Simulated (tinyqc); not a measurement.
# Worked calculation: on-chip interconnect, size-dependent resistivity and RC delay

Numbers from tinyqc (`OMP_NUM_THREADS=1 python tinyqc.py 2100160 2100161 out.jsonl`; about 0.01 s on one thread of a shared Intel Xeon 2.30GHz). Printed values are rounded.

A rectangular line between two neighbours and two ground planes. Surface and grain-boundary scattering are added to the bulk resistivity as corrections; capacitances are parallel-plate values without fringing; inductance is ignored.

Values chosen for this exercise; metal values close to those of copper: bulk resistivity rho0 = 1.71 uohm cm; bulk mean free path lam = 40.6 nm; specular share of surface scattering ps = 0; reflection coefficient of grain boundaries Rg = 0.4; grain size over the metal width gr = 1; drawn line width wd = 8.6 nm; aspect ratio, height over width AR = 2.4; liner on both walls and the bottom, not conducting tl = 1.2 nm; space to the neighbouring lines sp = 13 nm; dielectric height to the planes above and below hd = 14 nm; relative permittivity of the dielectric ek = 3; Miller factor of the neighbours Mf = 0; line length Lw = 100 um; driver resistance Rd = 6900 ohm; load capacitance Cl = 4.1 fF; time step dt = 230 ps.

Constants: eps0 = 8.8541878128e-12 F/m. Results are converted to the units shown.

Range of the model: The metal width is under the mean free path, where the thick-limit surface term and the simple sum of corrections lose accuracy.

## Resistivity, resistance and capacitance per length

Metal width x = wd - 2 tl, height y = AR wd - tl; grain boundaries (Mayadas-Shatzkes): al = (lam/(gr x)) Rg/(1 - Rg), g = 1/[1 - 3 al/2 + 3 al^2 - 3 al^3 ln(1 + 1/al)] - 1; surfaces (Fuchs-Sondheimer, thick limit): s = (3/8) lam (1 - ps)(1/x + 1/y); rho = rho0 (1 + g + s); r = rho/(x y); c = eps0 ek (2 wd/hd + 2 Mf AR wd/sp).

x = 6.2 nm
y = 19.44 nm
al = 4.36559
g = 5.88032
s = 3.23882
rho = 17.3037 uohm cm
r = 1435.66 ohm/um
c = 0.0326340 fF/um

rho is 10.1 times the bulk value; grain boundaries add more (5.88 against 3.24). The liner takes 32.1 % of the cross-section.

## Ladder and Elmore delays

4 equal pi sections: series Rs = r Lw/4; node capacitances c Lw/4, halved at nodes 0 and 4, with Cl added to node 4; Rd feeds node 0. Elmore delay of node k: the sum, over the resistors on the path to k, of resistance times all capacitance downstream of it.

Rs = 35891.5 ohm

```
node    C (fF)  Elmore delay (ps)
0     0.407925            50.8075
1     0.815850            300.450
2     0.815850            520.811
3     0.815850            711.889
4      4.50793            873.686
```

The far-end value equals Rd (c Lw + Cl) + r Lw (c Lw/2 + Cl) for any number of pi sections; the line resistance contributes 94.2 % of it.

## Step 1: node voltages after a time step

v at t = 0, node 0 to 4 (V): [0, 0, 0, 0, 0]

A 1 V step is applied behind Rd at t = 0. C dv/dt = -G v + b, with G the conductance matrix of the ladder (1/Rs between neighbours, 1/Rd added at node 0) and b = (1 V/Rd, 0, ...). Backward Euler step: (C/dt + G) v(new) = (C/dt) v + b.

v at t = 1 dt, node 0 to 4 (V): [0.932862, 0.643016, 0.435035, 0.282440, 0.165804]

## Step 2: node voltages after a time step

As before.

v at t = 2 dt, node 0 to 4 (V): [0.963934, 0.778310, 0.609910, 0.463774, 0.340724]

## Course in time

A 1 V step is applied behind Rd at t = 0. C dv/dt = -G v + b, with G the conductance matrix of the ladder (1/Rs between neighbours, 1/Rd added at node 0) and b = (1 V/Rd, 0, ...). Backward Euler step: (C/dt + G) v(new) = (C/dt) v + b. The last column solves the same ladder exactly by its modes.

Voltages (V):
```
t (ps)  node 0  node 2  node 4  node 4, exact
230.0   0.9329  0.4350  0.1658         0.1770
460.0   0.9639  0.6099  0.3407         0.3819
690.0   0.9735  0.7059  0.4859         0.5363
920.0   0.9796  0.7731  0.6003         0.6521
1150    0.9842  0.8240  0.6894         0.7390
1380    0.9877  0.8633  0.7588         0.8042
1610    0.9905  0.8938  0.8126         0.8531
1840    0.9926  0.9175  0.8544         0.8898
2070    0.9943  0.9359  0.8869         0.9173
2300    0.9955  0.9502  0.9122         0.9380
2530    0.9965  0.9614  0.9318         0.9535
2760    0.9973  0.9700  0.9470         0.9651
```

The far end of the ladder reaches 0.5 V at 629.7 ps, 0.721 of its Elmore delay (ln 2 = 0.693 for a single pole); the slowest mode has a time constant of 800.4 ps. The largest error of the backward Euler steps at that node is 52 mV.
